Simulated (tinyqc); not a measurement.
Inside a calculation. Method: RHF in the sto-3g basis, for BeH+, spin multiplicity 1. One step of it, computed by the program tinyqc.

Problem. Iteration 1: building the Fock matrix. J_ij = sum D_kl (ij|kl), K_ij = sum D_kl (ik|jl); F = H + J - 0.5 K; E = tr D H + tr D J / 2 - 0.25 tr D K + E_nn.

D at the start, lower triangle:
```
            1Be 1s     1Be 2s   1Be 2px   1Be 2py   1Be 2pz     2H 1s
1Be 1s    1.725833
1Be 2s   -0.425647   1.659592
1Be 2px   0.000000   0.000000  0.000000
1Be 2py   0.000000   0.000000  0.000000  0.000000
1Be 2pz   0.009645  -0.020842  0.000000  0.000000  0.001724
2H 1s    -0.023622   0.113183  0.000000  0.000000  0.030295  0.700263
```

core Hamiltonian H = T + V (hartree), lower triangle:
```
            1Be 1s     1Be 2s    1Be 2px    1Be 2py    1Be 2pz      2H 1s
1Be 1s   -8.264397
1Be 2s   -2.035359  -2.473013
1Be 2px   0.000000   0.000000  -1.965947
1Be 2py   0.000000   0.000000   0.000000  -1.965947
1Be 2pz  -0.018216  -0.149393   0.000000   0.000000  -2.083469
2H 1s    -0.564543  -1.196784   0.000000   0.000000  -1.234770  -2.042695
```

Two-electron integrals (ij|kl) in chemists' order, unique and non-zero (hartree):
```
(11|11) 2.298831   (21|11) 0.392036   (21|21) 0.079539   (22|11) 0.570988
(22|21) 0.143041   (22|22) 0.417683   (31|31) 0.014607   (32|31) 0.021888
(32|32) 0.092265   (33|11) 0.569578   (33|21) 0.143083   (33|22) 0.417589
(33|33) 0.449859   (41|41) 0.014607   (42|41) 0.021888   (42|42) 0.092265
(43|43) 0.024249   (44|11) 0.569578   (44|21) 0.143083   (44|22) 0.417589
(44|33) 0.401360   (44|44) 0.449859   (51|51) 0.014607   (52|51) 0.021888
(52|52) 0.092265   (53|53) 0.024249   (54|54) 0.024249   (55|11) 0.569578
(55|21) 0.143083   (55|22) 0.417589   (55|33) 0.401360   (55|44) 0.401360
(55|55) 0.449859   (61|11) 0.105827   (61|21) 0.021448   (61|22) 0.038834
(61|33) 0.038550   (61|44) 0.038550   (61|51) 0.001930   (61|52) 0.003598
(61|55) 0.039425   (61|61) 0.006075   (62|11) 0.228949   (62|21) 0.058045
(62|22) 0.181291   (62|33) 0.174757   (62|44) 0.174757   (62|51) 0.007640
(62|52) 0.044484   (62|55) 0.194196   (62|61) 0.017287   (62|62) 0.111876
(63|31) 0.005671   (63|32) 0.025642   (63|53) 0.007965   (63|63) 0.011108
(64|41) 0.005671   (64|42) 0.025642   (64|54) 0.007965   (64|64) 0.011108
(65|11) 0.236090   (65|21) 0.060645   (65|22) 0.198802   (65|33) 0.187055
(65|44) 0.187055   (65|51) 0.012546   (65|52) 0.069697   (65|55) 0.222092
(65|61) 0.018997   (65|62) 0.140291   (65|65) 0.183002   (66|11) 0.393432
(66|21) 0.101619   (66|22) 0.353091   (66|33) 0.327465   (66|44) 0.327465
(66|51) 0.016674   (66|52) 0.121570   (66|55) 0.404052   (66|61) 0.031273
(66|62) 0.270068   (66|65) 0.361334   (66|66) 0.774606
```

nuclear repulsion = 1.58912075 hartree

Give: Coulomb J; exchange K; Fock matrix F; total energy of this density.

Solution.

Coulomb J (hartree), lower triangle:
```
         1Be 1s  1Be 2s  1Be 2px  1Be 2py  1Be 2pz  2H 1s
1Be 1s    4.919
1Be 2s    0.933   1.856
1Be 2px   0.000   0.000    1.833
1Be 2py   0.000   0.000    0.000    1.833
1Be 2pz   0.013   0.096    0.000    0.000    1.893
2H 1s     0.255   0.867    0.000    0.000    0.978  1.798
```

exchange K (hartree), lower triangle:
```
         1Be 1s  1Be 2s  1Be 2px  1Be 2py  1Be 2pz  2H 1s
1Be 1s    3.770
1Be 2s    0.655   0.828
1Be 2px   0.000   0.000    0.174
1Be 2py   0.000   0.000    0.000    0.174
1Be 2pz   0.019   0.123    0.000    0.000    0.317
2H 1s     0.200   0.539    0.000    0.000    0.367  0.800
```

Fock matrix F (hartree), lower triangle:
```
         1Be 1s  1Be 2s  1Be 2px  1Be 2py  1Be 2pz   2H 1s
1Be 1s   -5.230
1Be 2s   -1.429  -1.031
1Be 2px   0.000   0.000   -0.219
1Be 2py   0.000   0.000    0.000   -0.219
1Be 2pz  -0.014  -0.115    0.000    0.000   -0.349
2H 1s    -0.409  -0.599    0.000    0.000   -0.440  -0.644
```

total energy of this density = -12.65752 hartree

This density is the starting one; it is not idempotent, so its energy is not variational and may lie below the converged one.
